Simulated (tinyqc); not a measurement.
Which input was changed? Model: avalanche multiplication and breakdown of a junction from ionisation integrals. Computed by tinyqc, a small Python program. Command: `OMP_NUM_THREADS=1 python tinyqc.py 3008888 3008889 out.jsonl impact which`. One thread of a shared host (Intel(R) Xeon(R) Processor @ 2.30GHz), about 0.1 s of CPU time with the checks.

Ionisation coefficients follow the local field. Position x runs through the depletion layer from the p side (x = 0), where electrons enter, to the n side (x = w), where holes enter. The built-in voltage is neglected.

Inputs (values chosen for the exercise, modelled on GaN): electron prefactor a_n = 4.07e+08 1/cm; electron field b_n = 3.38e+07 V/cm; hole prefactor a_p = 7.06e+06 1/cm; hole field b_p = 1.47e+07 V/cm; exponent c = 1; permittivity eps = 9.7; layer width W = 4.9 micrometre; bias as a fraction of the breakdown voltage = 0.96.

Junction: p-i-n with uniform field.

Constants: e = 1.602176634e-19 C; eps_0 = 8.8541878128e-12 F/m.

Method:
- alpha_n = a_n exp(-(b_n/F)^c), alpha_p = a_p exp(-(b_p/F)^c).
- Uniform field F = F_m, w = W, V = F_m W.
- With Phi(x) = int_0^x (alpha_n - alpha_p) dx': 1 - 1/M_n = I_n = int_0^w alpha_n exp(-Phi) dx and M_p = M_n exp(-Phi(w)); trapezoid rule on 401 even points; breakdown at I_n = 1.
- Solve I_n(F_m) = 1.
- Bias V = fraction times the breakdown voltage.
- M_n = 1/(1 - I_n), M_p = M_n exp(-Phi(w)); McIntyre excess noise for the carrier with the larger M, F_x = k M + (1 - k)(2 - 1/M), with k = (smaller M - 1)/(larger M - 1).

Task: One of these inputs alone was changed, within the range given: electron field b_n (1.69e+07 to 6.76e+07); hole field b_p (7.35e+06 to 2.94e+07); permittivity eps (4.85 to 19.4); layer width W (2.45 to 9.8). Which one, and to what value?

Results:
```
run     breakdown voltage (V)  critical field F_m (MV/cm)       M_n
before               1087.588                    2.219568  1.298847
after                1267.760                    2.174546  1.273129
```

Result:

Each candidate set to reproduce breakdown voltage, and what it then gives:
```
candidate                         range searched  value needed  critical field F_m (MV/cm)     M_n
electron field b_n (V/cm)   1.69e+07 to 6.76e+07       5.569e7                      2.5873  1.0450
hole field b_p (V/cm)       7.35e+06 to 2.94e+07       1.935e7                      2.5873  1.8869
permittivity eps                    4.85 to 19.4     no effect                           -       -
layer width W (micrometre)           2.45 to 9.8         5.830                      2.1745  1.2731
```

Only layer width W fits every result: it went from 4.9 to 5.83 micrometre. The next best candidate, electron field b_n, misses one result by 19 %.
